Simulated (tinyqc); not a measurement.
Central-cell correction: shallow acceptor in the spherical four-band model.

The ground state 1S3/2 has an L = 0 part f(r) and an L = 2 part g(r). In units of Ry* and a*, with Gaussians f_i = exp(-a_i r^2), g_i = r^2 exp(-a_i r^2), A = a_i + a_j and I(n) = Gamma((n + 1)/2)/(2 A^((n + 1)/2)): S_ff = I(2), S_gg = I(6), H_ff = (6 a_i a_j/A) I(2) - 2 I(1), H_gg = (14 a_i a_j/A) I(6) - 2 I(5), H_fg = -mu [15 I(2) - 20 a_j I(4) + 4 a_j^2 I(6)]; each function is then normalised. The split-off band is left out.

Converged values use 22 exponents 2.2^i, i = -7 to 14, for f and for g.

Parameters, chosen for this exercise (out of a larger set: near those of a shallow acceptor in GaSb; not measured data): rc = 1.9 angstrom (radius of the central cell); Vs = (3, 1, 0, -1, -2, -3, -4) eV (central-cell strengths).

mu = 0.82749
Ry* = 3.9644 meV
a* = 112.802 angstrom

A short-range term V exp(-r^2/rc^2) is added (negative: attracts the hole); its elements are V S (A/(A + 1/rc^2))^(3/2) for f and ^(7/2) for g, in the same units.

Results:
```
V (eV)  1S binding (meV)  2S binding (meV)  <r> (angstrom)  L = 2 weight
3.0                 11.1              3.43            67.9         0.320
1.0                 11.4              3.47            66.0         0.321
0.0                 11.6              3.50            64.9         0.321
-2.0                12.2              3.58            61.7         0.323
-3.0                12.7              3.64            59.5         0.324
-4.0                13.3              3.72            56.8         0.326
```

Give the missing row, V (eV) = -1.0.

Computed row:
```
V (eV)  1S binding (meV)  2S binding (meV)  <r> (angstrom)  L = 2 weight
-1.0                11.9              3.54            63.4         0.322
```

From V = 0 to -4 eV the 1S binding grows by 1.7 meV (15 %) and the 2S binding by 0.21 meV, so the chemical shift sits mainly in the ground state. A repulsion of 3 eV removes 0.5 meV. The slope is 0.65 meV per eV over the last step against 0.18 on the repulsive side, since attraction pulls the state into the cell; over this range the level stays shallow.

Computed by tinyqc, a small Python program: `OMP_NUM_THREADS=1 python tinyqc.py 1251047 1251048 out.jsonl` (the numbers bound the seed that draws the inputs); one thread of a shared host (Intel(R) Xeon(R) Processor @ 2.30GHz), about 0.09 s for the whole set of steps.
